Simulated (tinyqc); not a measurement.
## Mobility and doping from two currents

Problem. A trap-free film with injecting contacts is fitted, with diffusion neglected, by J = q mu N V/Lf + (9/8) eps0 eps_r mu V^2/Lf^3. Find mu, N and the voltage at which both terms are equal.

Inputs (values chosen for the exercise):
```
symbol  value  unit                meaning
eps_r    11.6        relative permittivity
Lf        470    nm         film thickness
```

Constants: q = 1.602176634e-19 C, eps0 = 8.8541878128e-14 F/cm where lengths are in cm. Results are converted to the units shown.

J at 3.2 and 11 V (A/cm^2): 304.00031  1617.9345

Answer. J/V is a straight line in V: the slope gives mu and the intercept mu N.

mu = 0.600 cm^2/(V s)
N = 3.60e16 cm^-3
crossover voltage = 11.0 V

tinyqc, about 4 s, one thread, Intel Xeon 2.30GHz (shared host): `OMP_NUM_THREADS=1 python tinyqc.py 2730142 2730143 out.jsonl`
